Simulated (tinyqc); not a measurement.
Band folding and unfolding in a supercell of a chain: one step. Supercell Hamiltonian.

A chain with hopping -t and n = 4 sites a supercell. H(K) has v_j on the diagonal, -t between neighbours and -t exp(2 pi i K) on the bond that closes the cell (from the last site to the first of the next cell). The point K holds the n wave vectors k_m = (K + m)/n of the primitive zone, in 2 pi/a, m = 0 to n - 1, with E0 = -2t cos(2 pi k_m). The unfolding weight of a state c on k_m is |sum_j c_j exp(-2 pi i k_m j)|^2/n, j = 0 to n - 1.

Values chosen for the exercise:
```
symbol  value                   unit        meaning
t       0.84                    eV          hopping
v       (-0.6, -0.6, 0.6, 0.6)  eV          site energies in the supercell
Kq      0.25                    2 pi/(n a)  wave vector in the small zone
```

Question. Fill in H(K).

Give: H.

Answer.

H (eV), lower triangle (Hermitian):
```
          1        2        3       4
1   -0.6000
2   -0.8400  -0.6000
3         0  -0.8400   0.6000
4  -0.8400i        0  -0.8400  0.6000
```

Computed by tinyqc, a small Python program: `OMP_NUM_THREADS=1 python tinyqc.py 1482506 1482507 out.jsonl` (the numbers bound the seed that draws the inputs); one thread of a shared host (Intel(R) Xeon(R) Processor @ 2.30GHz), about 0.01 s for the whole set of steps.
